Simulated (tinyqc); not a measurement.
# Hexagonal on-chip spiral inductor, lumped pi model: quality factor against frequency

Outer diameter do = di + 2 n wd + 2 (n - 1) sp, mean da = (do + di)/2, fill p = (do - di)/(do + di), length l = 3.464 n da. L = 2.33 mu0 n^2 da/(1 + 3.82 p), mu0 = 4 pi 1e-7 H/m. Rs = rho l/(wd delta (1 - exp(-th/delta))), delta = sqrt(rho/(pi f mu0)). Cs = n wd^2 eps0 eo/hu across the coil. At each end Cox = l wd eps0 eo/(2 ho) leads to the substrate branch Rsi = 2 rs he/(l wd) in parallel with Csi = l wd eps0 11.7/(2 he). With one end grounded Y = 1/(Rs + i w L) + i w Cs + 1/[1/(i w Cox) + 1/(1/Rsi + i w Csi)], w = 2 pi f; Q = -Im Y/Re Y. Eddy currents in neighbouring turns and in the substrate are left out.

Apparent inductance Im(1/Y)/w; share of the loss Re(substrate branch)/Re Y.

Values chosen for this exercise; values of the order met in silicon radio-frequency processes:
- n = 3.5 (number of turns)
- wd = 20 um (line width)
- sp = 3 um (space between turns)
- di = 80 um (inner diameter)
- th = 2 um (metal thickness)
- rho = 3 uohm cm (metal resistivity)
- ho = 6.9 um (oxide below the coil)
- hu = 1.3 um (oxide between coil and underpass)
- eo = 3 (relative permittivity of the oxide)
- rs = 100 ohm cm (substrate resistivity)
- he = 50 um (effective spreading depth in the substrate)

Constants: eps0 = 8.8541878128e-12 F/m. Results are converted to the units shown.

Results:
```
f (GHz)  Rs (ohm)  w L/Rs      Q  apparent inductance (nH)  loss in the substrate (%)
0.26        1.713   1.870  1.869                     1.962                    0.02358
0.42        1.795   2.884  2.877                     1.963                     0.1022
0.69        1.907   4.460  4.430                     1.966                     0.3986
1.8         2.240   9.903  9.446                     1.989                      3.184
3           2.516   14.70  13.01                     2.039                      7.868
4.9         2.878   20.99  15.67                     2.181                      16.85
8           3.372   29.24  14.57                     2.680                      31.69
13          4.042   39.64  5.629                     6.620                      50.60
```

Estimate the missing row, f = 1.1 GHz.

Computed row:
```
f (GHz)  Rs (ohm)  w L/Rs      Q  apparent inductance (nH)  loss in the substrate (%)
1.1         2.045   6.629  6.510                     1.972                      1.183
```

With this row back in the table: Q goes from 1.87 through a maximum of 15.7 (at f = 4.9 GHz among the rows listed) to 5.63; the exact peak is 15.9 at 5.77 GHz and Q reaches zero at the self-resonance, 15.4 GHz. The share of the substrate rises from 0.0236 to 50.6 %, and the apparent inductance ends at 3.37 times L. At the peak the substrate takes 21.1 % of the loss.

Program tinyqc, `OMP_NUM_THREADS=1 python tinyqc.py 2302163 2302164 out.jsonl`; Intel Xeon 2.30GHz, shared host, one thread, about 0.01 s.
